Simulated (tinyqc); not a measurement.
Carbon nanotube by zone folding: one step. Geometry.

Circumference C = n a1 + m a2, a = sqrt3 acc; d = a sqrt(n^2 + nm + m^2)/pi; tan(theta) = sqrt3 m/(2n + m); dR = gcd(2n + m, 2m + n); T = t1 a1 + t2 a2 with t1 = (2m + n)/dR, t2 = -(2n + m)/dR, |T| = sqrt3 pi d/dR; N = 2 (n^2 + nm + m^2)/dR hexagons a cell. On cutting line mu = 0 to N - 1 at x = k|T|/(2 pi) the phases are p1 = 2 pi (-t2 mu + m x)/N, p2 = 2 pi (t1 mu - n x)/N, and E = -/+ t |1 + exp(i p1) + exp(i p2)|.

Values chosen for the exercise (out of a larger set: near those used for carbon; not measured data):
- n = 12 (chiral index)
- m = 6 (chiral index)
- acc = 1.42 angstrom (bond length)

Task: Form d, theta, dR, t1, t2, N and |T|, and (n - m) mod 3.

Give: d; theta; dR, t1, t2, N; |T|; (n - m) mod 3.

Result:

d = 12.428 angstrom
theta = 19.11 degrees

dR, t1, t2, N: 6  4  -5  84

|T| = 11.271 angstrom
(n - m) mod 3 = 0

A cutting line passes through K: metallic in zone folding; chiral, 168 atoms a cell.

tinyqc: `OMP_NUM_THREADS=1 python tinyqc.py 1450761 1450762 out.jsonl`; about 0.02 s, one thread, shared Intel(R) Xeon(R) Processor @ 2.30GHz.
